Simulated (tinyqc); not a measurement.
# Gain factor and gap resistance from two string resistances

Problem. At small bit-line voltage each of the 96 cells has the resistance 1/(K x) at overdrive x (no mobility reduction) in series with a gap resistance Rg. Find K, Rg and the share of the gaps at the higher overdrive.

resistance of a string of 96 equal cells at overdrives of 4.1 and 7.2 V (kohm): 2354.4195  1514.3111

Answer. The resistance per cell is a straight line in 1/x with slope 1/K and intercept Rg.

K = 12.00 uA/V^2
Rg = 4.200 kohm
share of the gaps = 26.63 %

Computed by the program tinyqc: `OMP_NUM_THREADS=1 python tinyqc.py 2142075 2142076 out.jsonl`, one thread of a shared Intel Xeon 2.30GHz, about 0.5 s for the whole run.
